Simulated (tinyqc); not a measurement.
Stretching all distances: RHF, UHF, MP2, CISD and CCSD against full CI in the 6-31g basis, for HeH+, spin multiplicity 1. Computed by the program tinyqc with PySCF. All coordinates are multiplied by the scale. c0^2 is the weight of the RHF determinant in the lowest singlet FCI state (UHF is spin-contaminated and may lie near states of higher spin) and n(LUMO) the first natural occupation beyond the occupied space.

Geometry (angstrom):
```
atom       x       y       z
He    0.0000  0.0000  0.0000
H     0.0000  0.0000  0.6680
```

Full CI energy (hartree) and errors against it (kcal/mol):
```
scale   distance 1-2 (angstrom)     E(FCI)      RHF      UHF     MP2    CISD    CCSD  <S^2> UHF    c0^2  n(LUMO)
0.9000                   0.6012  -2.903625  13.2376  13.2376  3.1465  0.0000  0.0000     0.0000  0.9939   0.0106
1.3000                   0.8684  -2.928085  14.0690  14.0690  3.5790  0.0000  0.0000     0.0000  0.9914   0.0153
1.5000                   1.0020  -2.916329  13.6263  13.6263  3.5374  0.0000  0.0000     0.0000  0.9910   0.0159
1.7000                   1.1356  -2.904411  12.9220  12.9220  3.3924  0.0000  0.0000     0.0000  0.9912   0.0154
1.9000                   1.2692  -2.894688  12.1547  12.1547  3.2010  0.0000  0.0000     0.0000  0.9919   0.0143
2.1000                   1.4028  -2.887365  11.4537  11.4537  3.0099  0.0000  0.0000     0.0000  0.9927   0.0129
2.3000                   1.5364  -2.882042  10.8784  10.8784  2.8453  0.0000  0.0000     0.0000  0.9935   0.0118
2.5000                   1.6700  -2.878258  10.4389  10.4389  2.7154  0.0000  0.0000     0.0000  0.9941   0.0108
```

Estimate the missing row, scale = 1.1.

Computed row:
```
scale   distance 1-2 (angstrom)     E(FCI)      RHF      UHF     MP2    CISD    CCSD  <S^2> UHF    c0^2  n(LUMO)
1.1000                   0.7348  -2.931539  14.0116  14.0116  3.4641  0.0000  0.0000     0.0000  0.9924   0.0134
```

UHF stays equal to RHF over this range. The weight c0^2 goes from 0.99 to 0.99 and n(LUMO) from 0.01 to 0.01: one determinant still serves, as it does when a bond breaks into closed-shell fragments or is not yet far stretched. The spread of the error along the curve, which distorts its shape, is CISD 0.0, CCSD 0.0, MP2 0.9, RHF 3.6, UHF 3.6 kcal/mol. With two electrons CISD and CCSD are exact.
